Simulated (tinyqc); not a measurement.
Changing the binding energy of the fault level E_b: polytypes and stacking faults of a tetrahedral semiconductor in an axial Ising model with couplings up to third neighbours. Computed by tinyqc, a small Python program. Command: `OMP_NUM_THREADS=1 python tinyqc.py 3024007 3024008 out.jsonl polytype sweep`. One thread of a shared host (Intel(R) Xeon(R) Processor @ 2.30GHz), about 0.02 s of CPU time with the checks.

Each double layer has s = +1 or -1 for the sense of its stacking step; E per pair of atoms = E0 - sum_n J_n <s_i s_(i+n)>, n = 1, 2, 3. Hexagonality h = (1 - <s_i s_(i+1)>)/2.

Inputs (values chosen for the exercise, of the order of those of GaAs for J, a, G and the gaps):

| quantity | value | unit |
|---|---|---|
| J1 | 11.4 | meV/pair |
| J2 | -0.855 | meV/pair |
| J3 | -0.25 | meV/pair |
| basal lattice constant a | 4 | angstrom |
| in-plane mass m | 0.42 | m0 |
| effective density of states N_c at 300 K | 1.7e+19 | 1/cm^3 |
| electron density n | 3e+18 | 1/cm^3 |
| temperature T | 350 | K |

Host polytype: 3C.

fault coefficients k_n:
```
               J1  J2  J3
intrinsic       4   4   4
extrinsic       4   8   8
twin boundary   2   4   6
```

Constants: 1 eV/angstrom^2 = 16.02176634 J/m^2; m_0 = 9.1093837015e-31 kg; hbar = 1.054571817e-34 J s; k_B = 1.380649e-23 J/K; k_B = 8.617333262e-05 eV/K.

Method:
- Faults in 3C: the sequences intrinsic (-), extrinsic (--), twin boundary (+ turns to -) are put between perfect repeats; k_n = (layers x C_n of the host) - sum_i s_i s_(i+n). gamma = sum k_n J_n/A, A = (sqrt 3/2) a^2; 1 meV/angstrom^2 = 16.02177 mJ/m^2.
- The fault binds electrons in a two-dimensional band E_b below the conduction edge, g2 = m m0/(pi hbar^2) for one valley. With the Fermi level held by the bulk, eta = ln[n/N_c(T)], N_c(T) = N_c (T/300)^1.5, the grand potential falls by g2 (k_B T)^2 F1(x), x = eta + E_b/(k_B T), F1(x) = integral from 0 to infinity of ln(1 + exp(x - t)) dt; sheet density g2 k_B T ln(1 + e^x). Band bending by the trapped charge is left out, so the gain is an upper bound.
- Net fault energy = gamma of the intrinsic fault less the electronic gain.

One run for each value:

| binding energy of the fault level E_b (eV) | electronic gain (mJ/m^2) | sheet density (1/cm^2) | net fault energy (mJ/m^2) |
|---|---|---|---|
| 0.050 | 0.1615 | 2.9154e+12 | 47.454 |
| 0.071 | 0.2894 | 4.7941e+12 | 47.326 |
| 0.093 | 0.5027 | 7.4115e+12 | 47.113 |
| 0.110 | 0.7365 | 9.8001e+12 | 46.879 |
| 0.140 | 1.3188 | 1.4513e+13 | 46.296 |
| 0.160 | 1.8371 | 1.7854e+13 | 45.778 |
| 0.180 | 2.4639 | 2.1274e+13 | 45.151 |
| 0.200 | 3.2010 | 2.4737e+13 | 44.414 |

Over the rows, electronic gain (mJ/m^2) rises from 0.161 to 3.20 (exponent d ln y / d ln x 1.7 between the first rows and 2.5 between the last); sheet density (1/cm^2) rises from 2.92e12 to 2.47e13 (exponent d ln y / d ln x between 1.4 and 1.7); net fault energy (mJ/m^2) falls from 47.5 to 44.4. The gain grows as exp(E_b/(k_B T)) while the well is empty and as (E_b + eta k_B T)^2 once it is degenerate; thicker faults bind more deeply.

Extremes, crossings and ranges named in words are read from the listed rows.
